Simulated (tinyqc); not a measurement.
Square on-chip spiral inductor, lumped pi model: one step of the calculation.

Outer diameter do = di + 2 n wd + 2 (n - 1) sp, mean da = (do + di)/2, fill p = (do - di)/(do + di), length l = 4 n da. L = 2.34 mu0 n^2 da/(1 + 2.75 p), mu0 = 4 pi 1e-7 H/m. Rs = rho l/(wd delta (1 - exp(-th/delta))), delta = sqrt(rho/(pi f mu0)). Cs = n wd^2 eps0 eo/hu across the coil. At each end Cox = l wd eps0 eo/(2 ho) leads to the substrate branch Rsi = 2 rs he/(l wd) in parallel with Csi = l wd eps0 11.7/(2 he). With one end grounded Y = 1/(Rs + i w L) + i w Cs + 1/[1/(i w Cox) + 1/(1/Rsi + i w Csi)], w = 2 pi f; Q = -Im Y/Re Y. Eddy currents in neighbouring turns and in the substrate are left out.

Task. Admittance, quality factor and apparent inductance. Series branch 1/(Rs + i w L), substrate branch, total Y, Q = -Im Y/Re Y, apparent inductance Im(1/Y)/w, metal-only value w L/Rs, share of the loss in the substrate Re(substrate branch)/Re Y.

Inputs (values chosen for the exercise):
```
symbol,value,unit,meaning
f,9.2,GHz,frequency
```

L = 4.1794042 nH
Rs = 15.974901 ohm
Cs = 5.4386849 fF
Cox = 33.437840 fF
Rsi = 7171.5433 ohm
Csi = 14.445147 fF

Find: series branch; substrate branch; Y; Q; apparent inductance; w L/Rs; share of the loss in the substrate.

Result.

series branch = 0.273-4.121i mS
substrate branch = 0.0678+0.5865i mS
Y = 0.340-3.220i mS
Q = 9.462
apparent inductance = 5.313 nH
w L/Rs = 15.12
share of the loss in the substrate = 19.93 %

Q is 62.6 % of the metal-only value.

Program tinyqc, `OMP_NUM_THREADS=1 python tinyqc.py 2302096 2302097 out.jsonl`; Intel Xeon 2.30GHz, shared host, one thread, about 0.01 s.
